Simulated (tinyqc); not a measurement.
What moves the results: band offset of a heterojunction with an interface dipole (two-band chains, self-consistent charge). A value that a table varies takes the place of the one given here.

Sites alternate A, C. Left: A at -G1/2, C at +G1/2, hopping -t1; right: A at D - G2/2, C at D + G2/2, hopping -t2; the bonds across the two interfaces of a ring (C left to A right, C right to A left) have -sqrt(t1 t2). D is the offset of the mid-gaps, so Ev(right) - Ev(left) = D - (G2 - G1)/2 and Ec(right) - Ec(left) = D + (G2 - G1)/2. The closing bond has its sign reversed (antiperiodic ring). Half the levels are filled with two electrons each. The charge moved is q = (electrons on the left) less one a site; the mean over the two interfaces, q/2, is taken as the charge that crosses each, and its dipole opposes the offset: D = D0 - u q/2.

From here on the ring has 24 cells a side.

Parameters, chosen for this exercise (gaps near those of GaN and AlN; the chains and D0 are free models, so the offsets are not those of the real pair; not measured data):
- G1 = 3.52 eV (gap on the left)
- G2 = 6.04 eV (gap on the right)
- t1 = 1.68 eV (hopping on the left)
- t2 = 2.24 eV (hopping on the right)
- u = 3.8 eV (potential step per electron moved across)
- D0 = 1.54 eV (mid-gap of the right side above that of the left, without dipole)

## Where the moved charge sits

D = 1.31941 eV

Electrons in cell k from an interface at the self-consistent D, less those at D = 0. Interface 1 joins C left to A right, interface 2 C right to A left. The decay lengths 1/(2 kappa a) are those of mid-gap states, cosh(kappa a) = 1 + G^2/(8 t^2).

Change of the electron count:
```
k  left of 1  right of 1  left of 2  right of 2
1    0.06635    -0.06794    0.03984    -0.04101
2    0.00555    -0.00430    0.00330    -0.00236
3    0.00059    -0.00030    0.00036    -0.00016
4    0.00007    -0.00002    0.00004    -0.00001
5    0.00001     0.00000    0.00000     0.00000
6    0.00000     0.00000    0.00000     0.00000
```

decay lengths (cells): left 0.498, right 0.396

Over six cells interface 1 moves +0.0726 electrons to the left side and -0.0726 to the right, interface 2 +0.0435 and -0.0435: each change is a dipole, and the two differ because the bonds join different sites. The first cells hold 93 % of it at interface 1. The tail is longer on the left, where the gap is smaller against the hopping: from k = 2 to 4 it falls by a factor 81.6, and pure mid-gap decay would give 55.7; the exponential carries a prefactor that falls as a power of the distance, so the first cells drop faster.

## Screening of the starting offset

chi = 0.083241 1/eV

D0 is varied; the self-consistent D is found by bisection. chi = dq/dD at D = 0; the linear rule is D = S D0 with S = 1/(1 + u chi/2). The gap of the junction closes (type III) at |D| = (G1 + G2)/2.

Against D0:
```
2 D0/(G1 + G2)  D0 (eV)  q at D0   D (eV)    D/D0  linear (eV)
-0.85            -4.063  -0.5601  -3.3214  0.8175      -3.5082
-0.55            -2.629  -0.2723  -2.2187  0.8439      -2.2700
-0.30            -1.434  -0.1275  -1.2299  0.8577      -1.2382
-0.15            -0.717  -0.0607  -0.6181  0.8620      -0.6191
0.10              0.478   0.0401   0.4124  0.8628       0.4127
0.25              1.195   0.1041   1.0270  0.8594       1.0318
0.50              2.390   0.2385   2.0251  0.8473       2.0636
0.80              3.824   0.4995   3.1454  0.8225       3.3018
0.95              4.541   0.7032   3.6631  0.8067       3.9209
```

D/D0 lies between 0.807 and 0.863, against S = 0.863 from chi at D = 0; the linear rule misses by at most 258 meV. q is odd in D. Less than half of the starting offset is screened, so the natural line-up still counts most.

## Wider gaps screen less

G2 is varied. chi = (q(+0.01) - q(-0.01))/0.02 at D = 0, S = 1/(1 + u chi/2).

Against G2:
```
G2 (eV)  chi (1/eV)       S
0.7         0.24628  0.6812
1.1         0.22103  0.7042
1.5         0.20043  0.7242
2.3         0.16785  0.7582
3.4         0.13450  0.7965
5.5         0.09144  0.8520
7.0         0.07073  0.8815
9.0         0.05122  0.9113
```

chi falls from 0.2463 to 0.0512 1/eV, a factor 4.8, and S rises from 0.681 to 0.911: charge crosses through the tails of states that tunnel into the other gap, and these shorten as the gap widens. u is kept fixed, though a wider gap also screens less and would raise it.

## What each parameter does

Self-consistent D by bisection, q there, and the two offsets. Each row changes one parameter from the base and keeps the others.

Results:
```
case           D (eV)       q  valence offset (eV)  conduction offset (eV)
base           1.3194  0.1161               0.0594                  2.5794
G1 = 4.048 eV  1.3353  0.1077               0.3393                  2.3313
G2 = 6.946 eV  1.3473  0.1014              -0.3657                  3.0603
t1 = 1.932 eV  1.3124  0.1198               0.0524                  2.5724
t2 = 2.576 eV  1.3132  0.1194               0.0532                  2.5732
D0 = 1.771 eV  1.5135  0.1355               0.2535                  2.7735
u = 4.37 eV    1.2921  0.1134               0.0321                  2.5521
```

The largest shifts from the base row, up to three for each result and ties (the steps differ in size, so this ranks the rows, not the parameters). D (eV): D0 +0.1941, G2 +0.0279, u -0.0273. q: D0 +0.0194, G2 -0.0147, G1 -0.0084. valence offset (eV): G2 -0.4251, G1 +0.2799, D0 +0.1941. conduction offset (eV): G2 +0.4809, G1 -0.2481, D0 +0.1941.

Computed by tinyqc, a small Python program: `OMP_NUM_THREADS=1 python tinyqc.py 1481130 1481131 out.jsonl` (the numbers bound the seed that draws the inputs); one thread of a shared host (Intel(R) Xeon(R) Processor @ 2.30GHz), about 0.4 s for the whole set of steps.
